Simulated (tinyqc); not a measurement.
Threshold-voltage variability of a planar MOSFET, analytic estimates: a gate of 2 grains.

Three independent sources add in quadrature: random dopants in the depleted layer, metal-gate grains of two orientations, and roughness of the two gate edges acting through the roll-off VT = VT(long) - Vr exp(-L/l). These are first-order estimates: no three-dimensional electrostatics, no percolation.

Each of 2 equal grains has the higher work function with probability p; the threshold shift is dW (j/2 - p) for j such grains, and the off current changes by exp(-shift/(n Vt)).

Inputs (values chosen for the exercise); material values close to those of silicon: temperature T = 325 K; work-function difference of the two grain orientations dW = 0.1 eV; share of the orientation of higher work function p = 0.6; subthreshold factor n = 1.33.

Constants: q = 1.602176634e-19 C, kB = 1.380649e-23 J/K, Vt = kB T/q. Results are converted to the units shown.

Distribution:
```
j,probability,shift (mV),Ioff factor,probability x factor
0,0.1600,-60.00,5.007,0.8011
1,0.4800,-10.00,1.308,0.6278
2,0.3600,40.00,0.3417,0.1230
```

The standard deviation is dW sqrt(p (1 - p)/2) = 34.6 mV. The mean off current is 1.55 times the nominal one; the log-normal formula exp(s^2/(2 (n Vt)^2)) gives 1.54. Devices with j = 0, 16 % of all, carry 52 % of the mean leakage.

Numbers from tinyqc (`OMP_NUM_THREADS=1 python tinyqc.py 2090170 2090171 out.jsonl`; about 0.01 s on one thread of a shared Intel Xeon 2.30GHz).
